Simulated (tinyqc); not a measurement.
What each parameter does: six-band k.p model of the valence band of a wurtzite crystal.

At k = 0: E1 = D1c + D2c + Te + Le (pure HH); E2, E3 = Le + u +/- sqrt(u^2 + 2 D3c^2), u = (D1c - D2c + Te)/2, D1c = Dcr, D2c = D3c = Dso/3. The weight of LH in state 2 is fL = (E2 - Le)^2/((E2 - Le)^2 + 2 D3c^2). Relative strengths of transitions to the conduction band: for E perpendicular to c (TE) 1/2, fL/2, (1 - fL)/2; for E along c (TM) 0, 1 - fL, fL, with one momentum element for both directions.

Strain of a c-plane layer: exx = eyy = e_par, ezz = -2 (C13/C33) e_par; Le = D1 ezz + D2 (exx + eyy), Te = D3 ezz + D4 (exx + eyy).

Conduction edge: Ec = (top of the unstrained valence band) + Eg + (a1 + D1) ezz + (a2 + D2)(exx + eyy).

Inputs chosen for the exercise (of the order of those of hexagonal CdS; not measured data): Dcr = 0.0218 eV (crystal-field splitting); Dso = 0.0674 eV (spin-orbit splitting); Eg = 2.583 eV (direct gap at Gamma from the top of the unstrained valence band); a1 = -2.82 eV (gap potential along c); a2 = -4.48 eV (gap potential in the plane); D1 = -0.97 eV; D2 = 1.01 eV; D3 = 1.3 eV; D4 = -2.95 eV; C13 = 54 GPa; C33 = 91 GPa; e_par = 0.007 (exx = eyy of a c-plane layer).

Splittings at k = 0 under the strain, fL and the lowest transition.

Results for these values:

| case | E1 - E2 (meV) | E1 - E3 (meV) | fL | lowest transition (eV) |
|---|---|---|---|---|
| base | -22.75 | 59.85 | 0.1806 | 2.5731 |

What happens to each result for a1 = -2.256 eV, all else kept?

Answer: E1 - E2 does not change at the printed digits; E1 - E3 does not change at the printed digits; fL does not change at the printed digits; lowest transition falls from 2.5731 to 2.5684.

The same for each parameter in turn:

| case | E1 - E2 (meV) | E1 - E3 (meV) | fL | lowest transition (eV) |
|---|---|---|---|---|
| base | -22.75 | 59.85 | 0.1806 | 2.5731 |
| D1 = -0.776 eV | -22.75 | 59.85 | 0.1806 | 2.5731 |
| D3 = 1.04 eV | -20.99 | 60.25 | 0.1885 | 2.5727 |
| e_par = 0.0084 | -31.47 | 58.15 | 0.1474 | 2.5669 |
| a2 = -5.376 eV | -22.75 | 59.85 | 0.1806 | 2.5605 |
| Dso = 0.08088 eV | -22.39 | 72.97 | 0.1998 | 2.5734 |
| a1 = -2.256 eV | -22.75 | 59.85 | 0.1806 | 2.5684 |
| D4 = -2.36 eV | -16.11 | 61.47 | 0.2132 | 2.5714 |
| C33 = 72.8 GPa | -24.97 | 59.37 | 0.1712 | 2.5794 |

D1 and D2 shift all valence edges and the conduction edge alike, so they drop out of splittings and transitions.

(tinyqc, `OMP_NUM_THREADS=1 python tinyqc.py 1081436 1081437 out.jsonl`, Intel(R) Xeon(R) Processor @ 2.30GHz, 1 thread, shared host, about 0.01 s.)
